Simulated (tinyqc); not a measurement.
Worked calculation: Pariser-Parr-Pople SCF with singles CI, for the molecule C=CC=C(Cl)C=C (SMILES; centres numbered as the heavy atoms are written). One step of it, computed by the program tinyqc.

Problem. Iteration 2: orbitals and new P. Diagonalise F (the basis is taken as orthonormal) and form P = 2 sum c c over the lowest orbitals.

F (eV), lower triangle:
```
,1C,2C,3C,4C,5Cl,6C,7C
1C,-3.939514
2C,-3.919780,-4.592237
3C,0.521824,-4.478726,-6.248357
4C,0.652805,-0.405161,-3.804255,-7.148468
5Cl,-0.149288,0.155086,0.122313,-2.340905,-14.643271
6C,-0.001901,0.041248,-0.029740,-3.340498,0.051898,-7.336943
7C,-0.192366,0.115969,0.257308,-0.423906,0.146188,-4.874824,-6.861955
```

pi electrons, sum of z_r less the charge = 8

Give: orbital energies; P after iteration 2.

Solution.

orbital energies (eV): -15.7229  -13.2918  -11.3646  -7.5595  -3.3592  -1.0739  1.6012

P after iteration 2, lower triangle:
```
,1C,2C,3C,4C,5Cl,6C,7C
1C,0.8697
2C,0.7983,1.0455
3C,0.0363,0.5906,1.0048
4C,-0.4951,-0.0605,0.7376,1.0995
5Cl,0.1312,-0.0101,-0.1454,0.1811,1.9619
6C,-0.0157,-0.0682,-0.0204,0.4035,-0.0533,1.0200
7C,0.2859,0.0582,-0.2901,-0.0389,-0.0245,0.9103,0.9986
```
